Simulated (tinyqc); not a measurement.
Six-transistor SRAM cell, nodal equations and margins: one step of the calculation.

Two cross-coupled inverters (pull-down bn, pull-up bp) hold the nodes Q and QB; access transistors (ba, threshold VTn, gate on the word line at Vdd when selected) join them to the bit lines. Transistor (EKV form, voltages against the body): I = 2 n b Vt^2 [F(vp - Vs) - F(vp - Vd)] from drain to source, F(v) = ln^2(1 + exp(v/(2 Vt))), vp = (Vg - VT + sg |Vd - Vs|)/n. n-channel bodies are at 0; for the p-channel device all voltages are counted down from Vdd. b in uA/V^2 gives I in uA. For an access transistor the bit line is the drain and the node the source. In a read both bit lines are at Vdd. The cell is symmetric (no mismatch).

Question. Read current and disturbance. Iread = Ia(bit line at Vdd, source Q); cell ratio bn/ba; time to pull a bit line of 20 fF down by 0.1 V at that current.

Inputs (values chosen for the exercise): temperature T = 300 K; supply voltage Vdd = 0.4 V; slope factor n = 1.38; drain-induced barrier lowering sg = 0.097; n-channel threshold VTn = 0.4 V; gain factor of the pull-down transistor bn = 310 uA/V^2; gain factor of the access transistor ba = 160 uA/V^2.

Constants: q = 1.602176634e-19 C, kB = 1.380649e-23 J/K, Vt = kB T/q. Results are converted to the units shown.

(Q, QB) (V): Q 0.024806603, QB 0.39999633

Give: Iread; cell ratio; time.

Answer.

Iread = 0.14811 uA
cell ratio = 1.9375
time = 13504 ps

Numbers from tinyqc (`OMP_NUM_THREADS=1 python tinyqc.py 2340156 2340157 out.jsonl`; about 0.2 s on one thread of a shared Intel Xeon 2.30GHz).
